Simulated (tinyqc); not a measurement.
## Area and perimeter leakage from two diodes

Question. A square diode and a finger diode leak I = JA area + JP perimeter. Find JA, JP and the side of the square at which both parts are equal.

areas (um^2): [90000, 71000]
perimeters (um): [1200, 29110]
leakage currents (pA): [1.3848000, 1.9091900]

Solution. Two linear equations give JA and JP; for a square of side a, JA a^2 = 4 JP a at a = 4 JP/JA.

JA = 1.50e-9 A/cm^2
JP = 2.90e-13 A/cm
side for equal parts = 7.73 um

Numbers from tinyqc (`OMP_NUM_THREADS=1 python tinyqc.py 2290044 2290045 out.jsonl`; about 0.01 s on one thread of a shared Intel Xeon 2.30GHz).
